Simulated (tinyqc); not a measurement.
Chemical-mechanical planarisation: Preston law, pattern density and step-height reduction: one step, computed by the program tinyqc.

A row of 10 cells, repeated periodically, holds raised features that cover a share rho of each cell.

Problem. Blanket rate. With equal rotation speeds the relative speed is uniform, v = omega r_c; Preston rate R0 = K P v.

Inputs (values chosen for the exercise, close to those used for copper polishing):
```
quantity                        value  unit
Preston coefficient K         1.5e-13  1/Pa
pressure P                         14   kPa
platen and carrier speed           80   rpm
distance between the centres       15    cm
```

Give: relative speed v; blanket rate R0.

Solution.

relative speed v = 1.2566 m/s

blanket rate R0 = 2.6389 nm/s
